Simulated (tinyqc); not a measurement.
Three structures under pressure: Born-Mayer model of an ionic crystal AB. Computed by tinyqc, a small Python program. Command: `OMP_NUM_THREADS=1 python tinyqc.py 3029227 3029228 out.jsonl bornmayer walk`. One thread of a shared host (Intel(R) Xeon(R) Processor @ 2.30GHz), about 0.01 s of CPU time with the checks.

Energies are per ion pair and r is the nearest distance of unlike ions.

Inputs (values chosen for the exercise, for a model salt): ionic charge z = 2; unlike repulsion lambda = 3840 eV; range rho = 0.302 angstrom.

Structure: caesium chloride. Short range: nearest neighbours only.

Constants: e^2/(4 pi eps_0) = 14.39964548 eV angstrom; 1 eV/angstrom^3 = 160.2176634 GPa.

Method:
- Madelung constant M, unlike neighbours z1, like neighbours z2 at f r, volume per pair: rock salt 1.747565, 6, 12, sqrt2, 2 r^3; caesium chloride 1.762675, 8, 6, 2/sqrt3, 8 r^3/(3 sqrt3); zinc blende 1.638055, 4, 12, sqrt(8/3), 16 r^3/(3 sqrt3).
- U(r) = -M z^2 e^2/(4 pi eps_0 r) + z1 lambda exp(-r/rho).
- With the volume written as c r^3, under pressure take the root at the minimum of the enthalpy and solve U'(r) + 3 c r^2 P = 0; H = U + P V; B = (U'' - 2 U'/r)/(9 c r).

Enthalpy (eV per pair):

| P (GPa) | rock salt | caesium chloride | zinc blende |
|---|---|---|---|
| 0 | -34.525 | -33.584 | -33.909 |
| 2 | -34.103 | -33.215 | -33.358 |
| 5 | -33.480 | -32.670 | -32.551 |
| 10 | -32.468 | -31.782 | -31.251 |
| 20 | -30.527 | -30.069 | -28.788 |
| 40 | -26.893 | -26.840 | -24.252 |
| 70 | -21.879 | -22.351 | -18.097 |
| 100 | -17.234 | -18.166 | -12.468 |

volumes at zero pressure (angstrom^3): rock salt 34.082, caesium chloride 29.728, zinc blende 44.607

At zero pressure the order is rock salt < zinc blende < caesium chloride. Between 40 and 70 GPa the lowest enthalpy passes from rock salt to caesium chloride. Pressure favours the denser structure, through P V. The Madelung constants, the number of repulsive contacts and the volumes (34.1, 29.7, 44.6 angstrom^3 at P = 0) all matter. Caution: rigid ions with fixed charges leave out polarisation and covalency, so such models often misplace transition pressures.

Extremes, crossings and ranges named in words are read from the listed rows.
